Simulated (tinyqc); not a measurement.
Capacitance of parallel on-chip lines from Laplace's equation on a mesh: one step of the calculation.

Cross-section of an endless row of equal lines between two grounded planes; neighbours are driven in antiphase (+1 V and -1 V), so the plane midway between two lines is at 0 V. By symmetry one quarter is solved: x runs from the centre of a line (column 0, mirror) to that midplane (column 4, 0 V), y from the mid-height of the line (row 0, mirror) to the ground plane (row 5, 0 V). The line fills columns 0 to 1 and rows 0 to 2 at 1 V. Cells beside the line (below row 2) have e2, cells above have e1. Each link between nodes has the conductance g = mean permittivity of the two cells beside it (a cell beyond a mirror counts as 0), and the free nodes obey sum g (V_neighbour - V) = 0.

Problem. Relaxation sweep. One sweep visits the free nodes row by row from row 0, left to right, and replaces V by V + om (weighted mean of the neighbours - V), using new values at once.

Values chosen for this exercise: over-relaxation factor om = 1.

V after sweep 1 (V):
```
           col 0      col 1      col 2      col 3      col 4
row 0  1.0000000  1.0000000  0.2500000  0.0625000  0.0000000
row 1  1.0000000  1.0000000  0.3125000  0.0937500  0.0000000
row 2  1.0000000  1.0000000  0.3194444  0.1006944  0.0000000
row 3  0.2500000  0.3125000  0.1579861  0.0646701  0.0000000
row 4  0.0625000  0.0937500  0.0629340  0.0319010  0.0000000
row 5  0.0000000  0.0000000  0.0000000  0.0000000  0.0000000
```

gx:
```
       col 0  col 1  col 2  col 3
row 0    1.2    1.2    1.2    1.2
row 1    2.4    2.4    2.4    2.4
row 2    2.7    2.7    2.7    2.7
row 3      3      3      3      3
row 4      3      3      3      3
row 5    1.5    1.5    1.5    1.5
```

gy:
```
       col 0  col 1  col 2  col 3  col 4
row 0    1.2    2.4    2.4    2.4    1.2
row 1    1.2    2.4    2.4    2.4    1.2
row 2    1.5      3      3      3    1.5
row 3    1.5      3      3      3    1.5
row 4    1.5      3      3      3    1.5
```

Wanted: V after sweep 2.

Solution.

V after sweep 2 (V):
```
        col 0   col 1   col 2   col 3   col 4
row 0  1.0000  1.0000  0.4219  0.1523  0.0000
row 1  1.0000  1.0000  0.4588  0.1780  0.0000
row 2  1.0000  1.0000  0.4210  0.1628  0.0000
row 3  0.4219  0.4184  0.2418  0.1091  0.0000
row 4  0.1523  0.1584  0.1080  0.0543  0.0000
row 5  0.0000  0.0000  0.0000  0.0000  0.0000
```

Computed by the program tinyqc: `OMP_NUM_THREADS=1 python tinyqc.py 2790155 2790156 out.jsonl`, one thread of a shared Intel Xeon 2.30GHz, about 0.8 s for the whole run.
